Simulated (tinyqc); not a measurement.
# Changing the temperature T

Model: oxide trap near a transistor channel: two-state multiphonon kinetics, telegraph noise and bias instability. Computed by tinyqc, a small Python program. Command: `OMP_NUM_THREADS=1 python tinyqc.py 3002227 3002228 out.jsonl oxidetrap sweep`. One thread of a shared host (Intel(R) Xeon(R) Processor @ 2.30GHz), about 0.01 s of CPU time with the checks.

An n-channel device under positive gate bias. The trap is empty (state 1) or holds an electron (state 2); both states are parabolas of equal curvature, and the electron reservoir is taken at the Fermi level of the channel.

Inputs (values chosen for the exercise, with an insulator like Al2O3 on silicon):
```
quantity                                value   unit
insulator constant eps_ox                9.34      -
insulator thickness t_ox                  2.4     nm
trap depth x from the interface           1.2     nm
tunnel barrier phi_b                     2.28     eV
tunnelling mass m_ox                     0.32    m_0
trap level above E_F at zero field E_t   0.81     eV
relaxation energy E_R                       2     eV
oxide field F                             5.6  MV/cm
attempt rate k_0 at the interface       4e+12    1/s
channel width W                            64     nm
channel length L                           25     nm
frequency f                                 6     Hz
```

Parts treated: one trap.

Constants: hbar^2/(2 m_0) = 3.80998212 eV angstrom^2; k_B = 8.617333262e-05 eV/K; e = 1.602176634e-19 C; eps_0 = 8.8541878128e-12 F/m.

Method:
- kappa = sqrt(2 m_ox phi_b)/hbar = sqrt(m_ox phi_b/(hbar^2/2m_0)); attenuation length lambda = 1/(2 kappa); factor exp(-x/lambda) for a rectangular barrier.
- E_21 = E_t - e F x is the energy of state 2 over state 1; barriers E_c = (E_R + E_21)^2/(4 E_R), E_e = E_c - E_21; tau_c = exp(E_c/k_B T)/(k_0 P), tau_e = exp(E_e/k_B T)/(k_0 P), P the tunnelling factor; occupation f_2 = tau_e/(tau_c + tau_e); 1/tau_0 = 1/tau_c + 1/tau_e.
- Charge-sheet step dV = e (t_ox - x)/(eps_ox eps_0 W L); Lorentzian spectrum S(f) = 4 dV^2 tau_0^2/((tau_c + tau_e)(1 + (2 pi f tau_0)^2)); corner 1/(2 pi tau_0); variance dV^2 f_2 (1 - f_2) = dV^2 tau_0/(tau_c + tau_e).

One run for each value:
```
temperature T (K)  capture time tau_c (s)  emission time tau_e (s)  corner frequency (Hz)  occupation f_2
200                             2.276e+06                7.583e+02              2.100e-04         0.00033
240                             9.069e+03                1.147e+01              1.389e-02         0.00126
280                             1.752e+02                5.749e-01              2.777e-01         0.00327
320                             9.077e+00                6.089e-02              2.631e+00         0.00666
360                             9.080e-01                1.062e-02              1.516e+01         0.01156
400                             1.439e-01                2.627e-03              6.169e+01         0.01792
440                             3.190e-02                8.377e-04              1.950e+02         0.02559
480                             9.085e-03                3.232e-04              5.100e+02         0.03435
```

Over the rows, capture time tau_c (s) falls from 2.28e6 to 0.00909 (exponent d ln y / d ln x -30 between the first rows and -14 between the last); emission time tau_e (s) falls from 758 to 3.23e-4 (exponent d ln y / d ln x -23 between the first rows and -11 between the last); corner frequency (Hz) rises from 2.10e-4 to 510 (exponent d ln y / d ln x 23 between the first rows and 11 between the last). Arrhenius slopes give 0.571 eV for capture and 0.433 eV for emission; elastic tunnelling alone would leave only their difference E_21.

Caution (rows 200, 240): at this temperature nuclear tunnelling through such barriers shortens the times below these classical values.
